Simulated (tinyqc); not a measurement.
Global model of a low-pressure process discharge: electron temperature, density, ion flux and ion energy: one step, computed by the program tinyqc.

Maxwellian electrons with temperature T_e in eV, one positive ion, no negative ions, uniform bulk density n; rate constants have the Arrhenius form.

Task: Electron temperature. Particle balance: K0 exp(-E_iz/T_e) n_g d_eff = u_B, u_B = sqrt(e T_e/M). Root found by bracketing.

Inputs (values chosen for the exercise, of the order of those of an inductive discharge in a simple atomic gas):
```
quantity,value,unit
ion mass M,40,u
ionisation prefactor K0,6.3e-14,m^3/s
ionisation energy E_iz,15.5,eV
gas temperature T_g,600,K
radius R,20,cm
height L,10,cm
```

gas density n_g = 6.518673e+20 1/m^3

d_eff = 25.26151 cm

Constants: e = 1.602176634e-19 C; u = 1.6605390666e-27 kg.

Give: T_e; Bohm velocity u_B; K_iz.

Result:

T_e = 1.822 eV

Bohm velocity u_B = 2096 m/s

K_iz = 1.273e-17 m^3/s

Caution: at so short an ion path the formulas for h_L and h_R give way to the ambipolar-diffusion limit.
